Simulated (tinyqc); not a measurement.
# Ferroelectric switching, Landau-Khalatnikov equation: what changes with what

One domain: rho dP/dt = E - (2 al P + 4 be P^3), with al = -3 sqrt(3) Ec/(4 Pr), be = 3 sqrt(3) Ec/(8 Pr^3), so that the static loop has remanence Pr and coercive field Ec. With P in uC/cm^2, E in kV/cm, rho in ohm m and t in ns, dP/dt = [E - 2 al P - 4 be P^3]/(100 rho).

Values chosen for this exercise; remanent polarisation and coercive field close to those of doped hafnium oxide films:
```
symbol  value     unit                        meaning
Pr         15  uC/cm^2          remanent polarisation
Ec        910    kV/cm          static coercive field
rho       2.6    ohm m  viscosity of the polarisation
Em       2200    kV/cm                field amplitude
```

Each table varies one quantity; the others keep the values above.

## Switching time against field

In the constant field E = Em the time to go from -Pr to 0 is the integral of dP/(dP/dt); tau = 100 rho/(-4 al). Near Ec the bottleneck estimate is pi 100 rho/sqrt(c (Em - Ec)) with c = 12 be Pr/sqrt(3); for large fields the time tends to 100 rho Pr/Em.

Results:
```
Em (kV/cm)  Em/Ec  time (ns)  time/tau  bottleneck estimate (ns)  large-field limit (ns)
926         1.018      44.39     53.82                     47.87                   4.212
947         1.041      27.98     33.92                     31.48                   4.118
1100        1.209      10.43     12.65                     13.89                   3.545
1350        1.484      5.831     7.070                     9.128                   2.889
1930        2.121      3.032     3.676                     5.995                   2.021
3240        3.560      1.488     1.804                     3.967                   1.204
6250        6.868     0.6908    0.8375                     2.620                  0.6240
13200       14.51     0.3095    0.3752                     1.727                  0.2955
```

Estimate the missing row, Em = 994 kV/cm.

Computed row:
```
Em (kV/cm)  Em/Ec  time (ns)  time/tau  bottleneck estimate (ns)  large-field limit (ns)
994         1.092      17.39     21.08                     20.89                   3.924
```

With this row back in the table: The switching time falls from 44.4 to 0.309 ns. Against Em - Ec it goes with exponent -0.55 between the first two rows (-1/2 at a saddle-node bottleneck) and -0.96 between the last two. The bottleneck estimate is 7.8 % above the time in the first row, the large-field limit 4.5 % below it in the last. For Em = 6250 to 13200 kV/cm the field passes 6 MV/cm, near or beyond dielectric breakdown.

## Coercive field against sweep rate

The field rises as E = 4 Em t/Tp (the first quarter of a triangular wave of period Tp) from P = -Pr; the dynamic coercive field Ed is E when P crosses zero.

Result of one run:
```
Tp (ns)  dE/dt (kV/(cm ns))  Ed (kV/cm)  Ed/Ec - 1
5200                  1.692       959.9    0.05484
```

What becomes of these results when the period Tp is changed from 5200 to 200 ns, all else the same?

Result of the changed run:
```
Tp (ns)  dE/dt (kV/(cm ns))  Ed (kV/cm)  Ed/Ec - 1
200                   44.00        1302     0.4312
```

The whole series:
```
Tp (ns)  dE/dt (kV/(cm ns))  Ed (kV/cm)  Ed/Ec - 1
39                    225.6        1953      1.146
89                    98.88        1550     0.7032
200                   44.00        1302     0.4312
450                   19.56        1148     0.2615
1000                  8.800        1054     0.1583
2300                  3.826       994.6    0.09296
5200                  1.692       959.9    0.05484
12000                0.7333       938.9    0.03176
26000                0.3385       927.4    0.01910
```

As the period grows, Ed falls from 1950 to 927 kV/cm, towards the static Ec = 910 kV/cm. The excess Ed/Ec - 1 goes as Tp^(-0.59) between the first two rows and as Tp^(-0.66) between the last two; slow passage through a saddle-node point gives -2/3.

tinyqc, about 0.08 s, one thread, Intel Xeon 2.30GHz (shared host): `OMP_NUM_THREADS=1 python tinyqc.py 2860067 2860068 out.jsonl`
